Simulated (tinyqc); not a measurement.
Lossy package transmission line with skin effect: two steps of the calculation.

A uniform line in a homogeneous dielectric: c = sqrt(er)/(c0 Z0), l = Z0 sqrt(er)/c0 (c0 = 299792458 m/s), g = w c td, w = 2 pi f. The resistance joins its limits as r = sqrt(r_dc^2 + r_hf^2), with r_dc = rho/(wd th), r_hf = kr rho/(2 delta (wd + th)), delta = sqrt(rho/(pi f mu0)), mu0 = 4 pi 1e-7 H/m; this is an interpolation, and internal inductance, up to 0.05 nH/mm at low frequency, is neglected.

Parameters, values chosen for the exercise:
```
symbol,value,unit,meaning
len,7.1,mm,length
Rg,25,ohm,source resistance
RL,1e5,ohm,load resistance
CL,300,fF,load capacitance
f,7,GHz,frequency
```

Problem 1. Propagation constant and impedance. gamma = sqrt((r + i w l)(g + i w c)) = alpha + i beta, Zc = sqrt((r + i w l)/(g + i w c)), roots with positive real part; loss 8.685889638 alpha in dB; phase velocity w/beta.

r = 0.50207247 ohm/mm
l = 0.34664998 nH/mm
c = 96.291660 pF/m
g = 0.042351284 S/m

Wanted: gamma len; Zc; loss; phase velocity over c0; r/(w l).

Solution 1.

gamma len = 0.039+1.804i
Zc = 60.01-0.69i ohm
loss = 0.04737 dB/mm
phase velocity over c0 = 0.5773
r/(w l) = 0.03293

Problem 2. Reflection, input impedance and transfer. ZL = 1/(1/RL + i w CL); reflection (ZL - Zc)/(ZL + Zc); Zin = Zc (ZL + Zc tanh(gamma len))/(Zc + ZL tanh(gamma len)); H = V_load/V_source = [Zin/(Zin + Rg)]/[cosh(gamma len) + (Zc/ZL) sinh(gamma len)].

gamma len = 0.0387242+1.8042832i
Zc = 60.010819-0.687720i ohm

Wanted: ZL; reflection at the load; Zin; H; |H|.

Solution 2.

ZL = 0.06-75.79i ohm
reflection at the load = 0.2265-0.9619i
Zin = 7.84+75.65i ohm
H = -0.8646-0.3119i
|H| = -0.7321 dB

Numbers from tinyqc (`OMP_NUM_THREADS=1 python tinyqc.py 2810155 2810156 out.jsonl`; about 0.01 s on one thread of a shared Intel Xeon 2.30GHz).
